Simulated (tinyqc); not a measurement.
Worked calculation: strain, valley repopulation and piezoresistance in a many-valley conduction band. Computed by tinyqc, a small Python program that keeps every step. Command: `OMP_NUM_THREADS=1 python tinyqc.py 3006362 3006363 out.jsonl valleys walk`. One thread of a shared host (Intel(R) Xeon(R) Processor @ 2.30GHz), about 0.03 s of CPU time with the checks. Intermediate numbers are printed to about 6 digits and carried at full precision; extremes and crossings named in words are read from the listed rows.

Valleys are ellipsoids with mass m_l along the axis a and m_t across it, parabolic, with one constant relaxation time; strain shifts the valleys and leaves the masses alone. Currents are taken along [111], along the load, and along [1-10], across the load.

Inputs (values chosen for the exercise, modelled on germanium):
```
quantity                             value    unit
longitudinal mass m_l                 1.57     m_0
transverse mass m_t                  0.084     m_0
shear deformation potential Xi_u      16.5      eV
dilation deformation potential Xi_d   -4.5      eV
C11                                    129     GPa
C12                                   47.7     GPa
C44                                   66.4     GPa
stress X (tension positive)            190     MPa
electron density n                   2e+15  1/cm^3
relaxation time tau                    220      fs
temperature T                          300       K
```

Valley axes: <111> (4 valleys). Load: uniaxial [111].

Constants: k_B = 8.617333262e-05 eV/K; m_0 = 9.1093837015e-31 kg; k_B = 1.380649e-23 J/K; hbar = 1.054571817e-34 J s; e = 1.602176634e-19 C.

## Strain

Compliances S11 = (C11 + C12)/((C11 - C12)(C11 + 2 C12)), S12 = -C12/((C11 - C12)(C11 + 2 C12)), S44 = 1/C44; stress sigma_ij = X n_i n_j for the unit vector n of the load; e_xx = S11 sigma_xx + S12 (sigma_yy + sigma_zz), e_xy = S44 sigma_xy/2 (tensor strain).

strain tensor (%):
```
           x          y          z
x  0.0282234  0.0476908  0.0476908
y  0.0476908  0.0282234  0.0476908
z  0.0476908  0.0476908  0.0282234
```

## Valley shifts

Herring-Vogt shift of a valley with unit axis a: dE = Xi_d tr(e) + Xi_u a.e.a.

shifts dE (meV): [111] 16.5847, [-111] -4.3993, [1-11] -4.3993, [11-1] -4.3993

splitting (highest minus lowest) = 20.9839 meV

Lowest: [-111], [1-11], [11-1]; the splitting is 0.812 k_B T.

## Populations

Each of the 4 valleys holds n_v = N_v (2/sqrt(pi)) F_1/2((E_F - dE_v)/(k_B T)), N_v = 2 (m_d k_B T/(2 pi hbar^2))^(3/2), m_d = (m_l m_t^2)^(1/3); E_F solves sum n_v = n and is counted from the unstrained edge. F_j(eta) = int_0^infinity x^j/(1 + exp(x - eta)) dx, without a gamma-function factor. It is evaluated after integrating by parts. Integrals over x = E/(k_B T) use 160 Gauss-Legendre points in u = sqrt(x) from 0 to sqrt(max(eta, 0) + 32).

Fermi level E_F = -222.136 meV

share of the electrons: [111] 0.128951, [-111] 0.290350, [1-11] 0.290350, [11-1] 0.290350

## Mobility tensor and resistance change

Mobility tensor mu = e tau sum_v (n_v/n) [1/m_t + (1/m_l - 1/m_t) a a^T]; unstrained mu_0 = e tau (1/m_l + 2/m_t)/3; resistivity along d from the inverse tensor, rho_d = d.mu^-1.d/(n e), mobility along d = 1/(d.mu^-1.d); gauge pi_d = (rho_d/rho_0 - 1)/X.

mobility tensor (cm^2/(V s)):
```
         x        y        z
x  3153.11   234.56   234.56
y   234.56  3153.11   234.56
z   234.56   234.56  3153.11
```

unstrained mobility mu_0 = 3153.11 cm^2/(V s)

mobility along the first direction = 3622.24 cm^2/(V s)

mobility along the second direction = 2918.54 cm^2/(V s)

resistance change along the first direction = -12.9513 %

resistance change along the second direction = 8.03703 %

The mobility lies between e tau/m_l = 246 and e tau/m_t = 4610; the trace stays at 3 mu_0. Along the first direction the filled valleys present more of their light mass.

## Linear piezoresistance coefficients

With eta_0 the reduced Fermi level without strain, r = F_-1/2(eta_0)/(2 F_1/2(eta_0)) (1 for a classical gas) and c = r (Xi_u/k_B T) (m_l - m_t)/(2 m_l + m_t): pi44 = -c S44/3, pi11 = pi12 = 0.

eta_0 = -8.57207

degeneracy factor r = 0.999933

pi11 = 0 1e-11/Pa

pi12 = 0 1e-11/Pa

pi44 = -147.671 1e-11/Pa

The gas is classical, so the coefficients follow 1/T.

## Full result against the linear law

Linear theory: pi_l = (pi11 + 2 pi12 + 2 pi44)/3, pi_t = (pi11 + 2 pi12 - pi44)/3.

Resistance changes (%); at 2000 MPa the strain is near or above 1 %, where band warping, left out here, matters:
```
X (MPa)  splitting (meV)  largest share  first direction    linear  second direction    linear
-2000            220.884       0.999416          1167.73   196.895          -31.5331  -98.4473
-1000            110.442       0.959814           683.96    98.447          -30.3728  -49.2237
-400              44.177       0.647958            95.75    39.379          -19.6509  -19.6895
-150              16.566       0.387496            20.34    14.767           -7.7915   -7.3835
-50                5.522       0.292138             5.46     4.922           -2.5242   -2.4612
50                 5.522       0.262627            -4.45    -4.922            2.3835    2.4612
150               16.566       0.283536           -11.01   -14.767            6.5905    7.3835
400               44.177       0.314358           -19.18   -39.379           13.4629   19.6895
1000             110.442       0.331790           -23.17   -98.447           17.7571   49.2237
2000             220.884       0.333312           -23.50  -196.895           18.1474   98.4473
```

Along the first direction the linear law holds within 10 % for 1 of the 10 stresses, at 50.0 MPa. At the largest compression the full change is +1167.7 % against the linear +196.9 %, at the largest tension -23.5 % against -196.9 %: once the splitting is comparable with k_B T (or E_F) the populations no longer follow it linearly, and the change must saturate when the upper valleys are empty.

Checks made by the program: trace of the tensor against 3 mu_0 (relative difference below 1e-10); linear coefficients against the full calculation at 0.01 MPa (relative difference 2e-05).
